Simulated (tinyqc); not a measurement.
Kinetics of strain relaxation and threading dislocations in mismatched semiconductor layers: one step, computed by the program tinyqc.

60-degree dislocations on {111} planes of a (001) layer, isotropic elasticity. The Schmid factor is 1/sqrt(6), and a misfit segment relieves strain with b/2.

Problem. Excess stress and glide velocity at the start. Excess resolved stress tau = (1/sqrt 6) [2 G (1 + nu)/(1 - nu)] (e - e_eq), e_eq = b (1 - nu/4) [ln(h/b) + 1]/(4 pi (1 + nu) h), the Matthews-Blakeslee strain of an uncapped layer; glide velocity v = v0 tau exp(-Q/(k_B T)), tau in MPa.

Inputs (values chosen for the exercise, modelled on Ge on Si):
```
quantity                    value         unit
misfit f                   0.0413            -
shear modulus G              54.4          GPa
Poisson ratio nu             0.26            -
Burgers vector b                4     angstrom
glide activation energy Q    1.64           eV
velocity prefactor v0       26000  m/s per MPa
layer thickness h              22           nm
anneal temperature T          662            K
```

Constants: k_B = 8.617333262e-05 eV/K.

Give: equilibrium strain e_eq; excess stress tau; mobility v/tau; initial velocity.

Solution.

equilibrium strain e_eq = 0.005376

excess stress tau = 2717 MPa

mobility v/tau = 8.506e-09 m/s per MPa

initial velocity = 23.11 micrometre/s

Caution: at stresses above about 1 GPa the linear velocity law understates glide, as stress lowers the kink barrier. Caution: at such misfit the layer islands and relaxes during the first nanometres, so a uniform strained start is an idealisation.
